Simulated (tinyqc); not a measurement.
From one set of inputs to another, one input at a time: carrier lifetime from Shockley-Read-Hall, radiative, Auger and surface recombination. Computed by tinyqc, a small Python program. Command: `OMP_NUM_THREADS=1 python tinyqc.py 3015260 3015261 out.jsonl lifetime ladder`. One thread of a shared host (Intel(R) Xeon(R) Processor @ 2.30GHz), about 0.03 s of CPU time with the checks.

Energies are counted from the top of the valence band. Boltzmann statistics, full ionisation, and equal excess densities of electrons and holes.

The inputs printed are set A. Inputs not listed in the table keep their values of set A, so the rows need not describe a real material.

Inputs (values chosen for the exercise, with bands modelled on ZnSe):
```
quantity                          value        unit
gap E_g                            2.67          eV
electron mass m_e                 0.154         m_0
valleys M_c                           1           -
hole mass m_h                     0.778         m_0
temperature T                       250           K
doping N                        2.7e+18       cm^-3
trap level E_t                     1.29          eV
trap density N_t                4.3e+14       cm^-3
electron cross-section sigma_n  1.8e-14        cm^2
hole cross-section sigma_p      1.1e-17        cm^2
radiative coefficient B         1.2e-10      cm^3/s
Auger coefficient C_n           5.4e-32      cm^6/s
Auger coefficient C_p           1.7e-31      cm^6/s
excess density dn               5.1e+12       cm^-3
generation rate G               4.3e+20  cm^-3 s^-1
diffusion coefficient D              35      cm^2/s
surface velocity S                 8000        cm/s
thickness W                         2.5  micrometre
```

Doping: n-type. Surface term: two equal surfaces.

Constants: m_0 = 9.1093837015e-31 kg; k_B = 1.380649e-23 J/K; h = 6.62607015e-34 J s; k_B = 8.617333262e-05 eV/K.

Method:
- N_c = 2 M_c (2 pi m_e k_B T/h^2)^(3/2) and N_v = 2 (2 pi m_h k_B T/h^2)^(3/2), masses in units of m_0.
- n_i = sqrt(N_c N_v) exp(-E_g/2 k_B T); majority density N/2 + sqrt(N^2/4 + n_i^2), minority density n_i^2 over it.
- v = sqrt(3 k_B T/m) with m_e or m_h; tau_n0 = 1/(sigma_n v_n N_t), tau_p0 = 1/(sigma_p v_p N_t); n1 = N_c exp(-(E_g - E_t)/k_B T), p1 = N_v exp(-E_t/k_B T).
- The slowest diffusion mode has x tan x = S W/(2 D) with 0 < x < pi/2 (bisection), and tau_s = W^2/(4 x^2 D). The common approximation is W/(2 S) + W^2/(pi^2 D).
- With n = n_0 + dn, p = p_0 + dn and U/dn = 1/tau: (n p - n_i^2)/dn = n_0 + p_0 + dn = s; 1/tau_SRH = s/[tau_p0 (n + n1) + tau_n0 (p + p1)]; 1/tau_rad = B s; 1/tau_Aug = (C_n n + C_p p) s; the rates add, with 1/tau_s.
- Radiative efficiency = tau_eff/tau_rad; effective diffusion length = sqrt(D tau_eff).
- dn solves dn/tau_eff(dn) = G (60 bisections in ln dn between 1e-2 and 1e22 cm^-3); the splitting of the quasi-Fermi levels is k_B T ln(n p/n_i^2).

Each row keeps all changes above it; columns: (1) input moved; (2) from; (3) to; (4) radiative efficiency at dn; (5) steady excess density (cm^-3); (6) effective diffusion length at dn (micrometre):
```
(1)                                        (2)      (3)        (4)        (5)    (6)
set A                                        -        -  8.354e-01  1.109e+12  3.004
Auger coefficient C_n (cm^6/s)         5.4e-32  1.3e-30  8.163e-01  1.083e+12  2.969
electron cross-section sigma_n (cm^2)  1.8e-14  3.9e-14  8.163e-01  1.083e+12  2.969
diffusion coefficient D (cm^2/s)            35       28  8.166e-01  1.084e+12  2.656
trap density N_t (cm^-3)               4.3e+14  4.4e+14  8.166e-01  1.084e+12  2.656
doping N (cm^-3)                       2.7e+18    1e+15  1.902e-03  6.780e+12  6.644
Auger coefficient C_p (cm^6/s)         1.7e-31    4e-30  1.902e-03  6.780e+12  6.644
excess density dn (cm^-3)              5.1e+12  9.1e+16  1.484e-01  6.780e+12  6.135
```

Where does the difference come from?

Radiative efficiency at dn goes from 0.835 to 0.148, a factor 0.178 in all. The largest single move comes from doping N (a factor 0.00233), and excess density dn works against it (a factor 78.0). Steady excess density goes from 1.11e12 to 6.78e12, a factor 6.12 in all. The largest single move comes from doping N (a factor 6.26). Effective diffusion length at dn goes from 3.00 to 6.14, a factor 2.04 in all. The largest single move comes from doping N (a factor 2.50), and diffusion coefficient D works against it (a factor 0.895). The single moves hold for this order of the switches; the total does not depend on the order.

Caution (rows set A, Auger coefficient C_n, electron cross-section sigma_n, diffusion coefficient D, trap density N_t): the doping is near the effective density of states, where Boltzmann statistics fail and the gap narrows. Caution (rows doping N, Auger coefficient C_p, excess density dn): the trap density is not small against the doping, so trapped charge breaks the equality of the excess densities. Caution (rows excess density dn): beyond low injection D should be the ambipolar coefficient.

Extremes, crossings and ranges named in words are read from the listed rows.
